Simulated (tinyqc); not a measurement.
Inside a calculation. Method: lattice vibrations of a chain. One step of it, computed by the program tinyqc.

Question. Dynamical matrix at q = 0.05. q is in units of 2 pi/a. A spring k from atom i to atom j, n cells on, adds k to Phi_ii and Phi_jj, -k exp(2 pi i q n) to Phi_ij and the conjugate to Phi_ji (for one atom a cell: 2k (1 - cos 2 pi q n)); D_ij = Phi_ij / sqrt(m_i m_j).

A chain moving along its axis:
```
atom   mass (u)  spring to the next atom (eV/angstrom^2)
1     45.300000                                25.700000
2     11.300000                                 3.800000
```

Give: D(q).

Answer.

D(q) (eV/(angstrom^2 u)):
```
               1              2
1          0.651  -1.296+0.052i
2  -1.296-0.052i          2.611
```
